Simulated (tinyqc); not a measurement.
Long-channel MOSFET, surface-potential model: effect of the temperature.

n-channel transistor on a uniformly doped p-type body, gradual-channel approximation, constant mobility, Boltzmann statistics, full ionisation. Potentials are counted from the neutral body; V is the electron quasi-Fermi potential, Vsb at the source and Vsb + Vds at the drain. Charges are magnitudes per area.

Nc and Nv are given at 300 K and scale as (T/300 K)^1.5; Eg, Vfb and mu are held fixed. ni = sqrt(Nc Nv) exp(-Eg/(2 Vt)), Eg in volts; phiF = Vt ln(Na/ni); Cox = eps0 eox/tox; gamma = sqrt(2 q eps0 eps_r Na)/Cox. The surface potential psi at channel potential V solves Vgs + Vsb - Vfb - psi = gamma sqrt(G), G = psi - Vt + Vt exp((psi - 2 phiF - V)/Vt). Charge sheet: Qi = Cox gamma [sqrt(G) - sqrt(psi - Vt)]; I = mu (W/L) [integral of Qi dpsi from psi_0 to psi_L (drift) + Vt (Qi0 - QiL) (diffusion)], with psi_0 at V = Vsb and psi_L at V = Vsb + Vds. VT = Vfb + 2 phiF + gamma sqrt(2 phiF + Vsb), m = 1 + gamma/(2 sqrt(2 phiF + Vsb)). The swing is 20 mV/log10[I(VT - 0.14 V)/I(VT - 0.16 V)] of the charge-sheet current at the given Vds.

Parameters, values chosen for the exercise; material values close to those of silicon:

| symbol | value | unit | meaning |
|---|---|---|---|
| Eg | 1.12 | eV | band gap |
| eps_r | 11.5 |  | relative permittivity of the semiconductor |
| Nc | 2.85e19 | cm^-3 | conduction-band density of states at the reference temperature |
| Nv | 2.64e19 | cm^-3 | valence-band density of states at the reference temperature |
| Na | 3e15 | cm^-3 | acceptor density of the body |
| eox | 7.6 |  | relative permittivity of the gate insulator |
| tox | 5.7 | nm | insulator thickness |
| Vfb | -0.91 | V | flat-band voltage |
| mu | 360 | cm^2/(V s) | channel mobility |
| W | 20 | um | gate width |
| L | 1 | um | gate length |
| Vsb | 1 | V | source-body reverse bias |
| Vgs | 0.18 | V | gate-source voltage |
| Vds | 0.2 | V | drain-source voltage |

Constants: q = 1.602176634e-19 C, kB = 1.380649e-23 J/K, Vt = kB T/q, eps0 = 8.8541878128e-14 F/cm where lengths are in cm. Results are converted to the units shown.

The same in every row: gamma (V^0.5) = 0.02650.

Result of one run:
```
T (K)	VT (V)	m	swing (mV/decade)	I at Vgs, Vds (uA)
310	-0.2461	1.010	62.76	202.5
```

What becomes of these results when the temperature T is changed from 310 to 250 K, all else the same?

Result of the changed run:
```
T (K)	VT (V)	m	swing (mV/decade)	I at Vgs, Vds (uA)
250	-0.1363	1.010	50.48	117.1
```

The whole series:
```
T (K)	VT (V)	m	swing (mV/decade)	I at Vgs, Vds (uA)
220	-0.08271	1.010	44.37	79.39
250	-0.1363	1.010	50.48	117.1
280	-0.1907	1.010	56.61	158.6
310	-0.2461	1.010	62.76	202.5
340	-0.3022	1.011	68.95	248.2
```

As T goes from 220 to 340 K, VT falls from -0.0827 to -0.302 V, the swing rises from 44.4 to 68.9 mV a decade and the current rises from 79.4 to 248 uA. The swing is 0.64 % above m Vt ln 10 in the first row and 1.1 % above it in the last. For T = 250 to 340 K the surface electron density at the source passes 0.3 Nc, where degeneracy and quantisation, left out here, matter. In every row the mobility is held fixed, though a real channel mobility changes with T and would alter the trend of the current.

Computed by the program tinyqc: `OMP_NUM_THREADS=1 python tinyqc.py 2360103 2360104 out.jsonl`, one thread of a shared Intel Xeon 2.30GHz, about 0.05 s for the whole run.
